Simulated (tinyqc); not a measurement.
# Domain walls in a thin film with perpendicular anisotropy: Bloch, Neel and chiral walls, motion and stripe domains, step by step

A worked calculation. Computed by tinyqc, a small Python program that keeps every step. Command: `OMP_NUM_THREADS=1 python tinyqc.py 3017808 3017809 out.jsonl mwall walk`. One thread of a shared host (Intel(R) Xeon(R) Processor @ 2.30GHz), about 0.01 s of CPU time with the checks. Intermediate numbers are printed to about 6 digits and carried at full precision; extremes and crossings named in words are read from the listed rows.

One-dimensional wall: polar angle theta(x), azimuth phi of the moment in the wall (phi = 0 Neel, 90 degrees Bloch). mu_0 = 1.25663706212e-6 T m/A, gamma = 1.76085963023e11 rad/(s T).

Inputs (values chosen for the exercise, for a model film): saturation magnetisation M_s = 1370 kA/m; exchange stiffness A = 24 pJ/m; uniaxial anisotropy K_u = 1560 kJ/m^3; DMI constant D = 0.089 mJ/m^2; thickness t = 1 nm; damping alpha = 0.074; current density J = 0.1 1e12 A/m^2; spin Hall angle theta_SH = 0.061.

Drive: spin-orbit torque.

Constants: hbar = 1.054571817e-34 J s; e = 1.602176634e-19 C.

## Width and energy of the Bloch wall

K_eff = K_u - mu_0 M_s^2/2; Delta = sqrt(A/K_eff); sigma_0 = 4 sqrt(A K_eff); profile theta = 2 arctan exp(x/Delta); quality factor Q = 2 K_u/(mu_0 M_s^2).

K_eff = 380.709 kJ/m^3

width parameter Delta = 7.93979 nm

sigma_0 = 12.0910 mJ/m^2

quality factor Q = 1.32283

## Bloch or Neel

sigma(phi) = sigma_0 + 2 Delta K_D cos^2(phi) - pi D cos(phi), with the wall shape anisotropy K_D = N_x mu_0 M_s^2/2, N_x = t ln 2/(pi Delta). The minimum has cos(phi) = D/D_N for D < D_N = 4 Delta K_D/pi and phi = 0 beyond; sigma turns negative at D_c = (sigma_0 + 2 Delta K_D)/pi.

K_D = 32.7708 kJ/m^3

D_N = 0.331289 mJ/m^2

azimuth phi = 74.4162 degrees

wall energy sigma = 12.0534 mJ/m^2

D_c = 4.01433 mJ/m^2

A mixed wall, between Bloch and Neel. D is 0.02 of D_c.

## Velocity under current

Spin-orbit drive: B_SL = hbar theta_SH J/(2 e M_s t) acts as the field (pi/2) B_SL cos(phi). Steady state: v = (gamma Delta/alpha)(pi/2) B_SL cos(phi) = gamma Delta [B_D sin(phi) - (B_K/2) sin(2 phi)], B_K = 2 K_D/M_s, B_D = pi D/(2 M_s Delta); the root with phi between its rest value and 90 degrees; v saturates at v_D = gamma Delta B_D.

B_SL = 1.46536 mT

azimuth in motion = 80.6802 degrees

velocity = 7.04263 m/s

saturation velocity v_D = 17.9686 m/s

v is 39 % of v_D: still rising with current. Caution: pinning, heating and tilting of the wall are left out.

## Velocity against current

The formulas are those given above.

Steady motion:
```
J (1e12 A/m^2)  B_SL (mT)  phi (degrees)  v (m/s)  v at fixed rest phi (m/s)
0.02               0.2931        76.2943   2.0608                      2.337
0.05               0.7327        78.3636   4.3858                      5.841
0.10               1.4654        80.6802   7.0426                     11.683
0.20               2.9307        83.3194  10.1183                     23.366
0.50               7.3268        86.3822  13.7207                     58.414
1.00              14.6536        87.9489  15.5647                    116.829
2.00              29.3072        88.9010  16.6826                    233.658
5.00              73.2681        89.5407  17.4318                    584.145
```

The linear law holds to 5 % in 0 of the eight rows; in the last row v is 97.0 % of v_D = pi gamma D/(2 M_s), which depends on neither alpha nor theta_SH.

## Stripe domains

Dipolar length l = sigma/(mu_0 M_s^2); for t much smaller than the period the domain width is w = 0.955 t exp(pi l/t) (Kaplan and Gehring), given as log10 of w in nm.

dipolar length l = 5.11046 nm

log10 of the domain width in nm = 6.95260

Domains would exceed a millimetre: any device is a single domain in equilibrium.

## Raising D

The formulas are those given above.

Wall against D; the last column is the Kaplan-Gehring width, log10[0.955 t exp(pi sigma/(mu_0 M_s^2 t))/nm], with a dash where it falls below 10 Delta and the formula fails:
```
D (mJ/m^2)  phi (degrees)  sigma (mJ/m^2)  sigma/sigma_0  log10 domain width
0.066             78.5085         12.0703       0.998292             6.96237
0.170             59.1263         11.9540       0.988667             6.89505
0.270             35.4127         11.7453       0.971412             6.77437
0.800              0.0000         10.0981       0.835176             5.82149
1.600              0.0000          7.5848       0.627313             4.36763
2.400              0.0000          5.0716       0.419449             2.91377
3.200              0.0000          2.5583       0.211586                   -
3.600              0.0000          1.3017       0.107655                   -
```

D_N is 8 % of D_c, so a small D fixes the chirality long before it lowers the energy much. Beyond D_N sigma falls by pi per unit of D, and the domain width, which has sigma in an exponent, drops by 4.0 decades over the valid rows (values above 6 mean a single domain in any device).

Checks made by the program: sigma_0 against the integral over the profile (relative difference below 1e-10).
